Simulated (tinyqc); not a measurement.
Comparisons within one model: Landau levels of massless Dirac electrons. A value that a table varies takes the place of the one given here.

E_N = sqrt(2N) hv/l for N = 0, 1, 2, ... and the mirror levels below zero; each is fourfold (spin, valley), Zeeman splitting left out; half of level 0 belongs to the electrons.

In a field B along z: l = 1/sqrt((e/hbar) B) is the magnetic length, n_B = B/(h/e) the number of states per area in one level, hbar wc = 2 muB B/m for mass m in m0; 1/angstrom^2 = 1e16/cm^2.

Level 0 takes 2 n_B electrons and each higher level 4 n_B. At zero temperature and without broadening EF sits in the partly filled level.

Constants: e/hbar = 1.519267448e-05 1/(T angstrom^2); h/e = 413566.7697 T angstrom^2; muB = 5.788381798e-05 eV/T.

Values chosen for the exercise (near those of graphene; shifted at random, so the results belong to these values and not to a real crystal):

| symbol | value | unit | meaning |
|---|---|---|---|
| hv | 6.08 | eV angstrom | hbar v |
| Bs | (1, 2, 3, 5, 7, 10, 14) | T | fields |
| n | 2.5 | x 1e11/cm^2 | electron sheet density |
| Bo | (0.476, 0.539, 0.62, 0.73, 0.887, 1.13, 1.56, 2.51, 6.46) | T | fields |
| B | 7.7 | T | magnetic field |

## The fan of levels

The four lowest levels against B, with their labels in order.

Levels (meV):

| B (T) | first | second | third | fourth | order |
|---|---|---|---|---|---|
| 1.00 | 0.00 | 33.51 | 47.40 | 58.05 | 0 1 2 3 |
| 2.00 | 0.00 | 47.40 | 67.03 | 82.09 | 0 1 2 3 |
| 3.00 | 0.00 | 58.05 | 82.09 | 100.54 | 0 1 2 3 |
| 5.00 | 0.00 | 74.94 | 105.98 | 129.80 | 0 1 2 3 |
| 7.00 | 0.00 | 88.67 | 125.40 | 153.58 | 0 1 2 3 |
| 10.0 | 0.00 | 105.98 | 149.88 | 183.57 | 0 1 2 3 |
| 14.0 | 0.00 | 125.40 | 177.34 | 217.20 | 0 1 2 3 |

The fourth level grows as B^0.50 over the first two rows and B^0.50 over the last two (1 for a parabolic band without a fixed offset such as a valley splitting, 1/2 for massless Dirac electrons). The order of the levels does not change. Level 0 stays at zero, and the others stand as sqrt(N).

## Oscillation of the Fermi level

Fixed density, zero temperature, no broadening. At B = 0, EF = hv sqrt(pi n).

Filling:

| B (T) | nu | partly filled level | EF (meV) | filled share |
|---|---|---|---|---|
| 0.476 | 21.72 | 5 | 51.70 | 0.93 |
| 0.539 | 19.18 | 5 | 55.02 | 0.30 |
| 0.620 | 16.68 | 4 | 52.78 | 0.67 |
| 0.730 | 14.16 | 4 | 57.27 | 0.04 |
| 0.887 | 11.66 | 3 | 54.67 | 0.41 |
| 1.13 | 9.15 | 2 | 50.38 | 0.79 |
| 1.56 | 6.63 | 2 | 59.20 | 0.16 |
| 2.51 | 4.12 | 1 | 53.10 | 0.53 |
| 6.46 | 1.60 | 0 | 0.00 | 0.80 |

EF at B = 0 = 53.88 meV

EF runs between 0.0 and 59.2 meV around its zero-field value of 53.9 meV. It follows a level while that level empties and falls to the next one down when nu passes a filled shell; the partly filled level changes 5 times in this table.

## What each parameter does

The second and third levels from below, nu = n/n_B, and EF. Each row changes one parameter from the base and keeps the others.

Results:

| case | second level (meV) | third level (meV) | nu | EF (meV) |
|---|---|---|---|---|
| base | 93.00 | 131.52 | 1.34 | 0.00 |
| B = 6.54 T | 85.71 | 121.21 | 1.58 | 0.00 |
| hv = 7.3 eV angstrom | 111.66 | 157.91 | 1.34 | 0.00 |
| n = 2.12 x 1e11/cm^2 | 93.00 | 131.52 | 1.14 | 0.00 |

The largest shifts from the base row, up to three for each result and ties (the steps differ in size, so this ranks the rows, not the parameters). second level (meV): hv +18.66, B -7.29; unchanged at the printed digits by n. third level (meV): hv +26.39, B -10.31; unchanged at the printed digits by n. nu: B +0.24, n -0.20; unchanged at the printed digits by hv. EF (meV): unchanged at the printed digits by B, hv and n.

Run: tinyqc, `OMP_NUM_THREADS=1 python tinyqc.py 1251327 1251328 out.jsonl`; Intel(R) Xeon(R) Processor @ 2.30GHz, one thread, shared host; about 0.01 s of CPU time with all checks.
